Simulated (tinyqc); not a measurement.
Thin film between two gates, subbands and threshold shift from confinement: two steps of the calculation.

Undoped body with a flat potential across it, hard walls, transport along x. One isotropic valley (g = 1, mx = my = mz = me). Non-parabolicity enters the subband edges through E (1 + al E) = gamma, so E = 2 gamma/(1 + sqrt(1 + 4 al gamma)); motion within a subband is taken as parabolic with the band-edge mass. Energies are counted from the bulk band edge.

Values chosen for this exercise; masses close to those of In0.53Ga0.47As: temperature T = 300 K; mass at the band edge me = 0.0412 m0; non-parabolicity al = 1.3 1/eV; film thickness (along z) t = 13.9 nm; widening of the box by penetration into the insulator dl = 0.2 nm.

Constants: q = 1.602176634e-19 C, kB = 1.380649e-23 J/K, hbar = 1.054571817e-34 J s, m0 = 9.1093837015e-31 kg, Vt = kB T/q, hbar^2/(2 m0) = 0.0380998212 eV nm^2. Results are converted to the units shown.

Question 1. Lowest subbands. gamma = C (pi k/(t + dl))^2/mz, C = hbar^2/(2 m0). List the 5 lowest, labelled by quantum numbers, with degeneracy g and N_k: N_k = g sqrt(mx my) m0 kB T/(pi hbar^2).

Wanted: E_k; g; N_k.

Answer 1.

| subband | E_k (eV) | g | N_k (cm^-2) |
|---|---|---|---|
| 1 | 0.04345 | 1 | 4.449e11 |
| 2 | 0.1531 | 1 | 4.449e11 |
| 3 | 0.2978 | 1 | 4.449e11 |
| 4 | 0.4597 | 1 | 4.449e11 |
| 5 | 0.6307 | 1 | 4.449e11 |

Question 2. Threshold shift. Each subband has N_k = g sqrt(mx my) m0 kB T/(pi hbar^2); without degeneracy n = exp(EF/Vt) sum N_k exp(-E_k/Vt). Classical value Nc times t, Nc = sum over valleys of 2 g (m m0 kB T/(2 pi hbar^2))^1.5 with m = (mx my mz)^(1/3). Threshold shift dVT = Vt ln(classical value/sum N_k exp(-E_k/Vt)). Use the subbands listed.

| subband | E_k (eV) | N_k (cm^-2) |
|---|---|---|
| 1 | 0.043453241 | 4.4492679e11 |
| 2 | 0.15314294 | 4.4492679e11 |
| 3 | 0.29784544 | 4.4492679e11 |
| 4 | 0.45974772 | 4.4492679e11 |
| 5 | 0.63065445 | 4.4492679e11 |

Give: shares; sum N_k exp(-E_k/Vt); Nc; classical value; dVT.

Answer 2.

shares, subband 1 to 5 (%): [98.58, 1.42, 0.01, 0.00, 0.00]
sum N_k exp(-E_k/Vt) = 8.405e10 cm^-2
Nc = 2.099e17 cm^-3
classical value = 2.917e11 cm^-2
dVT = 32.17 mV

Range of the model: Non-parabolicity also makes carriers heavier within each subband, which is left out, so densities of states are understated at high energy.

Numbers from tinyqc (`OMP_NUM_THREADS=1 python tinyqc.py 2350135 2350136 out.jsonl`; about 0.04 s on one thread of a shared Intel Xeon 2.30GHz).
